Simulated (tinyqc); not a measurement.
Worked calculation: dielectric confinement in a thin film (image charges). Values are carried at full precision from step to step, so a last printed digit may differ when a step is redone from the rounded ones.

A film |z| < t/2 of dielectric constant eps between half-spaces of dielectric constant e2; lam = (eps - e2)/(eps + e2), q = e^2/(4 pi eps0). The self-energy of a band edge is taken with the high-frequency value, e2 = eh, and the field of a fixed ion with the static one, e2 = eo. A charge at z has images lam^|n| at n t + (-1)^n z. Its self-energy is S(z) = (q/2 eps) sum over n >= 1 of lam^n [1/(n t - 2z) + 1/(n t + 2z)] for odd n and 2 lam^n/(n t) for even n; at the centre S(0) = -(q/(eps t)) ln(1 - lam).

Constants: e^2/(4 pi eps0) = 14.39964547 eV angstrom; hbar^2/2m0 = 3.80998211 eV angstrom^2; Ry = 13.60569312 eV.

Inputs chosen for the exercise (near those of a Ge film between layers of HfO2; the results hold for these values, not for the real material):
```
symbol  value  unit      meaning
t       82     angstrom  film thickness
eps     16.2             dielectric constant of the film
eh      3.9              high-frequency dielectric constant outside
mz      0.12   m0        mass across the film
eo      22.5             static dielectric constant outside
m       0.154  m0        mass in the plane
```

## Images for a charge at the centre

Give lam, the first five terms (q/eps) lam^n/(n t), their sum and the closed form.

lam = 0.6119

terms (meV): [6.63, 2.03, 0.83, 0.38, 0.19]

sum of five = 10.06 meV
S(0) = 10.26 meV

The surroundings screen less than the film, so the images repel and each band edge moves outwards: the gap changes by about 2 S = +21 meV. The static value 22.5 would give S(0) = -1.6 meV.

## Self-energy across the film

S at 2z/t = 0, 0.2, 0.4, 0.6, 0.8 and 0.9, summed to n = 399.

Self-energy:
```
2z/t  z (angstrom)  S (meV)
0.0            0.0    10.26
0.2            8.2    10.54
0.4           16.4    11.54
0.6           24.6    14.03
0.8           32.8    22.12
0.9           36.9    38.63
```

Towards the wall S diverges as (q lam/4 eps)/(distance), an artefact of the abrupt interface that the vanishing envelope makes harmless.

## Shift of the subband edge

First order: <S> over the envelope (2/t) cos^2(pi z/t), beside the confinement energy c (pi/t)^2/mz, c = hbar^2/2m0.

<S> = 11.73 meV
confinement energy = 46.60 meV

|<S>| is 0.25 times the confinement energy; the first goes as 1/t and the second as 1/t^2, so they are equal at t = 326 angstrom.

## Binding of a donor

Donor at the centre, lam from the static eo, trial function cos(pi z/t) exp(-rho/l): E(l) = c/(m l^2) - (q/eps) times the integral over k of F(k t) (1 + (k l/2)^2)^(-3/2), with F(x) = F0 + 2 lam exp(-x) G/(1 - lam exp(-x)), F0 = 2[(1 - exp(-x/2))/x + x (1 + exp(-x/2))/(x^2 + 4 pi^2)], G = 2 sinh(x/2)[1/x - x/(x^2 + 4 pi^2)]; c = hbar^2/2m0. The binding energy is -E at the minimum, counted from the subband edge with its self-energy.

Minimise over l with and without images (lam = 0); Ry* = Ry m/eps^2.

Donor:
```
case         l (angstrom)  binding (meV)  in Ry*
no images            49.9           16.1    2.01
with images          51.3           13.3    1.66
```

Ry* = 7.98 meV

The images change the binding by -2.8 meV, against -2 (q/(eps t)) ln(1 - lam) = -3.3 meV for an orbit much smaller than t. At 300 K the binding is 0.5 kB T.

## Checks

- S(0) from the series against the closed form, meV: both 10.26.
- F(2.3) for lam = 0.6119 from a direct sum over images against the closed form: both 0.8719.

(tinyqc, `OMP_NUM_THREADS=1 python tinyqc.py 1280081 1280082 out.jsonl`, Intel(R) Xeon(R) Processor @ 2.30GHz, 1 thread, shared host, about 0.03 s.)
